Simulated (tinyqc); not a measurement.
Strained Delta valleys, repopulation and conductivity mass: two steps of the calculation.

A cubic crystal with three pairs of conduction valleys along x, y and z under uniaxial stress X along [110] (X > 0 is tension); current along [-110]. Non-degenerate electrons, fixed total density, one relaxation time for all valleys and stresses, masses unchanged by strain, so the mobility goes as the mean inverse mass.

Inputs (values chosen for the exercise); values close to those of silicon:
```
symbol,value,unit,meaning
T,325,K,temperature
s11,7.87,1/TPa,compliance
s12,-2.11,1/TPa,compliance
s44,12.8,1/TPa,compliance
Xu,9.13,eV,shear deformation potential
X,-200,MPa,uniaxial stress (tension positive)
```

Constants: q = 1.602176634e-19 C, kB = 1.380649e-23 J/K, Vt = kB T/q. Results are converted to the units shown.

Problem 1. Strain tensor. Stress s_ij = X a_i a_j with a the unit vector along [110]; strain e_ii = s11 s_ii + s12 (s_jj + s_kk), e_ij = s44 s_ij/2.

Find: strain.

Solution 1.

strain (%):

|  | x | y | z |
|---|---|---|---|
| x | -0.057600 | -0.064000 | 0.000000 |
| y | -0.064000 | -0.057600 | 0.000000 |
| z | 0.000000 | 0.000000 | 0.042200 |

Problem 2. Valley shifts and shares. Valley shift dE = Xu (n.e.n - trace(e)/3) with n the valley axis; share f proportional to exp(-dE/Vt).

strain (%):

|  | x | y | z |
|---|---|---|---|
| x | -0.057600000 | -0.064000000 | 0.000000000 |
| y | -0.064000000 | -0.057600000 | 0.000000000 |
| z | 0.000000000 | 0.000000000 | 0.042200000 |

Find: dE; share f.

Solution 2.

| valley | dE (meV) | share f |
|---|---|---|
| x | -3.0372 | 0.36734 |
| y | -3.0372 | 0.36734 |
| z | 6.0745 | 0.26532 |

The splitting is 9.11 meV, 0.33 Vt.

Range of the model: Shear strain also changes the transverse masses of these valleys, which is left out.

tinyqc, about 0.01 s, one thread, Intel Xeon 2.30GHz (shared host): `OMP_NUM_THREADS=1 python tinyqc.py 2530135 2530136 out.jsonl`
